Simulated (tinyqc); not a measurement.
From E_F above the band edge back to donor density N_D: heavy doping: band filling, gap narrowing, band tails and the effective intrinsic density. Computed by tinyqc, a small Python program. Command: `OMP_NUM_THREADS=1 python tinyqc.py 3011591 3011592 out.jsonl gapnarrow inv`. One thread of a shared host (Intel(R) Xeon(R) Processor @ 2.30GHz), about 0.09 s of CPU time with the checks.

An n-type crystal above its Mott density, with all dopants ionised: n = N_D - N_A, ionised centres N_I = N_D + N_A. Valleys are taken as spherical with mass m_e.

Inputs (values chosen for the exercise, for a model semiconductor):
```
quantity                     value  unit
gap E_g                        1.4    eV
electron mass m_e           0.0541   m_0
valleys M_c                      1     -
dielectric constant eps       12.6     -
compensation ratio N_A/N_D       0     -
temperature T                  300     K
```

Conduction band: non-parabolic (Kane).

Constants: a_0 = 0.529177210903 angstrom; Ry = 13.605693123 eV; k_B = 8.617333262e-05 eV/K; hbar^2/(2 m_0) = 3.80998212 eV angstrom^2.

Method:
- n = N_D (1 - ratio); Ry* = Ry m_e/eps^2, a* = a_0 eps/m_e; r_s = (3/(4 pi n))^(1/3)/a*; k_F = (3 pi^2 n/M_c)^(1/3); Mott density (0.26/a*)^3.
- n = M_c (1/(2 pi^2)) (m_e/(hbar^2/2m_0))^(3/2) int sqrt(E (1 + aE)) (1 + 2 aE) f dE with a = (1 - m_e)^2/E_g, f = 1/(1 + exp((E - E_F)/k_B T)); trapezoid rule in t = sqrt(E/k_B T), step 0.02 up to 12; E_F by bisection from the band edge.
- At T = 0, E_F (1 + a E_F) = (hbar^2/2m_0) k_F^2/m_e; dn/dE_F uses f (1 - f)/k_B T in place of f.

Problem. A run gave the result below. Find the donor density N_D, known to lie between 1e+18 and 3.6e+18 cm^-3.

E_F above the band edge = 88.719 meV

Solution.

Each step takes the trial c = (a f_b - b f_a)/(f_b - f_a), f being the result less the target and a, b, c the logarithms of the listed values; c replaces end b, the old b replaces a if the sign of f changed, and otherwise f_a is halved.

Scan of the range:
```
donor density N_D (cm^-3)  E_F above the band edge (meV)
1.00e+18                                          52.960
1.24e+18                                          64.024
1.53e+18                                          75.917
1.90e+18                                          89.486
2.35e+18                                         104.301
2.91e+18                                         120.919
3.60e+18                                         139.416
```

False position (Illinois rule, in the logarithm of the input) inside the bracket:
```
step        end a        end b        trial  E_F above the band edge (meV)
1     1.53000e+18  1.90000e+18  1.87688e+18                        88.6800
2     1.90000e+18  1.87688e+18  1.87800e+18                        88.7189
3     1.90000e+18  1.87800e+18  1.87800e+18                        88.7191
4     1.87800e+18  1.87800e+18  1.87800e+18                        88.7190
```

E_F above the band edge rises at every point of a 13-point scan of the range (every second point is shown), so one value fits; it is bracketed by 1.53e18 and 1.90e18. Answer: donor density N_D = 1.878e18 cm^-3.
